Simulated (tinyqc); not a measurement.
Bethe-Salpeter matrix of a two-band square lattice (Tamm-Dancoff form): one step. Pair energies and the kernel.

One valence and one conduction band, lattice period 1, mesh k = 2 pi j/N along each axis (first index slowest). Pair energies D(k) = Eg + 2 t sum(1 - cos k), t = tc + tv. Screened attraction W(R) = U at R = 0 and V/|R| otherwise, R over the N x N cells with the nearest image; W(q) = sum_R W(R) cos(q R). H(k, k') = D(k) delta - W(k - k')/Nk + 2 J/Nk for singlets (J = 0 for triplets), Nk the number of k points. With a constant transition dipole the strength of a state is f = (sum_k A_k)^2/Nk, and the f sum to 1.

Parameters, chosen for this exercise:
- Eg = 3.2 eV (quasiparticle gap)
- tc = 0.29 eV (conduction hopping)
- tv = 0.09 eV (valence hopping)
- U = 1.85 eV (attraction in the same cell)
- V = 0.98 eV (attraction at one cell distance)
- J = 0.5 eV (exchange in the same cell)
- N = 3 (k points along each axis)

Task: List D(k), W(R) and W(q) on the mesh.

Give: Mesh values (eV).

Result:

Mesh values (eV):
```
index j  D(k_j)  W(R = j)  W(q_j)
j00      3.2000    1.8500  8.5419
j01      4.3400    0.9800  1.4441
j02      4.3400    0.9800  1.4441
j10      4.3400    0.9800  1.4441
j11      5.4800    0.6930  0.5830
j12      5.4800    0.6930  0.5830
j20      4.3400    0.9800  1.4441
j21      5.4800    0.6930  0.5830
j22      5.4800    0.6930  0.5830
```

tinyqc: `OMP_NUM_THREADS=1 python tinyqc.py 1251117 1251118 out.jsonl`; about 0.7 s, one thread, shared Intel(R) Xeon(R) Processor @ 2.30GHz.
